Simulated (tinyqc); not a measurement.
# Changing the share f_2 of kappa

Model: heat flow across a film from the phonon Boltzmann equation in the relaxation-time approximation. Computed by tinyqc, a small Python program. Command: `OMP_NUM_THREADS=1 python tinyqc.py 3029096 3029097 out.jsonl slabbte sweep`. One thread of a shared host (Intel(R) Xeon(R) Processor @ 2.30GHz), about 0.03 s of CPU time with the checks.

Two black walls, hot at x = 0 and cold at x = L, emit phonons isotropically. For one free path Lambda, with tau = x/Lambda, tau_L = L/Lambda and phi = (T - T_cold)/Delta T, energy balance gives phi(tau) = (1/2) [E2(tau) + int_0^tau_L phi(s) E1(|tau - s|) ds]; E_n are the exponential integrals. The flux over the ballistic flux C v Delta T/4 is psi = 1 - 2 int_0^tau_L phi(s) E2(s) ds, and kappa_eff/kappa = (3/4) tau_L psi. kappa = C v Lambda/3 is an input, so at fixed kappa a longer free path means a smaller C v.

Inputs (values chosen for the exercise, modelled on gallium arsenide): bulk conductivity kappa = 48.7 W/(m K); film thickness L = 480 nm; wall temperature difference Delta T = 13 K; free path Lambda_1 = 54 nm; free path Lambda_2 = 660 nm; free path Lambda_3 = 3900 nm; share f_3 of kappa = 0.23.

Free-path groups: three.

Method:
- Cut the film into n equal cells with constant phi, collocated at the centres c_i: the kernel integrates to A_ij = |E2(|c_i - e_j|) - E2(|c_i - e_(j+1)|)|/2 for cell edges e_j, and A_ii = 1 - E2(half a cell); solve (1 - A) phi = E2(c)/2; psi = 1 - 2 sum_j phi_j [E3(e_j) - E3(e_(j+1))].
- Each group is solved on its own with 150 and 300 cells, psi = (4 psi(300) - psi(150))/3, and weighted by its share of kappa (f_1 is what the others leave); exchange of energy between groups inside the film is left out.
- Flux J = kappa_eff Delta T/L; apparent boundary resistance per wall (L/kappa_eff - L/kappa)/2.

One run for each value:
```
share f_2 of kappa  kappa_eff/kappa  apparent resistance per wall (m^2 K/GW)  flux J (GW/m^2)
0.02                        0.67257                                   2.3992          0.88709
0.12                        0.62050                                   3.0141          0.81841
0.22                        0.56842                                   3.7417          0.74972
0.32                        0.51635                                   4.6161          0.68104
0.42                        0.46427                                   5.6867          0.61235
0.52                        0.41220                                   7.0277          0.54367
0.62                        0.36012                                   8.7566          0.47498
```

Over the rows, kappa_eff/kappa falls from 0.673 to 0.360 (exponent d ln y / d ln x -0.045 between the first rows and -0.77 between the last); apparent resistance per wall (m^2 K/GW) rises from 2.40 to 8.76 (exponent d ln y / d ln x 0.13 between the first rows and 1.3 between the last); flux J (GW/m^2) falls from 0.887 to 0.475 (exponent d ln y / d ln x -0.045 between the first rows and -0.77 between the last). Moving conductivity from short to long free paths at fixed kappa makes more of it vulnerable to the walls.
